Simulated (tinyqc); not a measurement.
Inside a calculation. Method: RKS/B3LYP (VWN-RPA form) in the 6-311g basis, for He, spin multiplicity 1. One step of it, computed by the program tinyqc.

Question. Iteration 2: diagonalisation and new density. Diagonalise F' = X^T F X, C = X C', fill 1 alpha and 1 beta electrons from the bottom; D = 2 C_occ C_occ^T. Each column has its largest component positive (the first on a tie).

Kohn-Sham matrix F (hartree), order 1He 1s, 1He 2s, 1He 3s:
$$\begin{pmatrix}
1.160796 & -1.038425 & -0.878352 \\
-1.038425 & -0.400101 & -0.510044 \\
-0.878352 & -0.510044 & -0.280903
\end{pmatrix}$$

X, order 1He 1s, 1He 2s, 1He 3s:
$$\begin{pmatrix}
1.316564 & -0.645914 & 0.150682 \\
-0.645914 & 1.855498 & -0.771405 \\
0.150682 & -0.771405 & 1.436671
\end{pmatrix}$$

Give: F' = X^T F X; orbital energies; coefficients C; D after iteration 2.

Answer.

F' = X^T F X (hartree):
$$\begin{pmatrix}
3.356 & -2.864 & -0.023 \\
-2.864 & 2.014 & -0.783 \\
-0.023 & -0.783 & 0.200
\end{pmatrix}$$

orbital energies (hartree): MO1 -0.708, MO2 0.610, MO3 5.667

coefficients C, order 1He 1s, 1He 2s, 1He 3s:
$$\begin{pmatrix}
0.279 & -0.169 & -1.438 \\
0.476 & -1.113 & 1.729 \\
0.397 & 1.414 & -0.724
\end{pmatrix}$$

D after iteration 2, order 1He 1s, 1He 2s, 1He 3s:
$$\begin{pmatrix}
0.156 & 0.266 & 0.222 \\
0.266 & 0.453 & 0.378 \\
0.222 & 0.378 & 0.316
\end{pmatrix}$$
